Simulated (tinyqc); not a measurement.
Inside a calculation. Model: classical Heisenberg spin chain: exact results, Metropolis, heat-bath and over-relaxation steps, and a Monte Carlo run. Computed by tinyqc, a small Python program that keeps every step. Command: `OMP_NUM_THREADS=1 python tinyqc.py 3130581 3130582 out.jsonl heismc walk`. One thread of a shared host (Intel(R) Xeon(R) Processor @ 2.30GHz), about 0.2 s of CPU time with the checks. Intermediate numbers are printed to about 7 digits and carried at full precision; extremes and crossings named in words are read from the listed rows.

E = -J sum_i s_i . s_(i+1) for unit vectors s_i on an open chain; K = J/(k_B T).

Inputs (values chosen for the exercise, for a model chain of large moments):

| quantity | value | unit |
|---|---|---|
| coupling J | -13 | meV |
| temperature T | 34.1 | K |
| moment mu | 5.6 | mu_B |
| length N of the open chain | 8 | - |
| seed | 398590 | - |

Update: heat bath with over-relaxation.

Constants: k_B = 8.617333262e-05 eV/K; mu_B = 5.7883818060e-05 eV/T.

## Exact results

Each bond angle is independent, so u = <s_i . s_(i+1)> = coth K - 1/K, <s_i . s_(i+n)> = u^n, correlation length xi = -1/ln|u|, energy per bond -J u, heat capacity per bond c/k_B = 1 - K^2/sinh^2 K, and for the long chain chi = mu^2 (1 + u)/(3 k_B T (1 - u)) per spin.

K = -4.424010

u = -0.7742481

xi = 3.908343 sites

energy per bond = -10.06523 meV

heat capacity = 0.9887495 k_B/bond

chi over the Curie value = 0.1272381

chi = 0.02620003 mu_B/T per spin

For |K| >> 1, |u| = 1 - 1/|K| and xi = |K| - 1/2 = 3.92: the chain orders only at T = 0, and c tends to k_B, not to zero, a failure of classical spins.

## Finite chain

For N spins, <|sum s|^2>/N = (1 + u)/(1 - u) - 2 u (1 - u^N)/(N (1 - u)^2); the long chain has (1 + u)/(1 - u), chi over the Curie value, and the difference is relative to it.

<|sum s|^2>/N = 0.1807860

difference from the long chain = 42.08484 %

## Four single-spin steps

four neighbouring spins (rows; components x, y, z):
```
         1        2        3
1   0.3535   0.8559  -0.3775
2   0.1932   0.4327   0.8806
3   0.0465   0.1122   0.9926
4  -0.4006  -0.6727   0.6221
```

random numbers, one row a step:
```
        1       2       3
1  0.0576  0.5685  0.3837
2  0.7502  0.7951  0.8453
3  0.8803  0.9049  0.0187
4  0.8387  0.2051  0.4516
```

The given spins are first normalised. Spins 2 and 3 are updated in turn, with h = K (sum of the two neighbours). Heat bath: cos(theta) = 1 + ln(1 - r1 (1 - exp(-2 |h|)))/|h| about n = h/|h|, azimuth 2 pi r2 = phi in the frame a = n x z/|n x z|, b = n x a: s = n cos(theta) + sin(theta)(a cos(phi) + b sin(phi)); r1, r2 are the first two numbers of the row. Steps 2 and 4 are reflections, s -> 2 (s . h) h/|h|^2 - s, which keep the energy and use no random number.

Steps:

| spin | \|h\| | h . s before | h . s after | move | x | y | z |
|---|---|---|---|---|---|---|---|
| 2 | 5.373919 | -4.591340 | 5.314595 | heat bath | -0.2131510 | -0.8685239 | -0.4474738 |
| 3 | 7.379663 | 0.124467 | 0.124467 | reflection | -0.0340886 | -0.0810330 | -0.9961283 |
| 2 | 7.118745 | 0.559195 | 4.995983 | heat bath | -0.5534086 | 0.2028043 | 0.8078424 |
| 3 | 7.883739 | 5.989244 | 5.989244 | reflection | 0.8474895 | 0.4816697 | -0.2230602 |

## A run and its error bars

From the ordered state (alternating for J < 0), with each spin drawn from exp(h . s), h = K x sum of neighbours, 200 sweeps are discarded and 1600 recorded (even and odd sites in turn, each heat-bath sweep followed by two sweeps of reflections; random numbers not printed, so these rows are one sample). Errors are the scatter of block means over sqrt(number of blocks).

Blocking:

| block length | mean bond product | error | <\|sum s\|^2>/N | error |
|---|---|---|---|---|
| 1 | -0.7752084 | 0.002111072 | 0.1732321 | 0.003694899 |
| 4 | -0.7752084 | 0.002459994 | 0.1732321 | 0.003872265 |
| 16 | -0.7752084 | 0.002346856 | 0.1732321 | 0.003948966 |
| 40 | -0.7752084 | 0.002566814 | 0.1732321 | 0.003510293 |
| 80 | -0.7752084 | 0.002377361 | 0.1732321 | 0.003425411 |

With blocks of 40 the bond product is 0.4 error bars from the exact u = -0.7742, and <|sum s|^2>/N is 2.2 from the exact 0.181. Blocking to 40 changes the two errors by factors 1.2 and 1.0.

Checks made by the program: c against a difference of the energy (relative difference 5e-09).
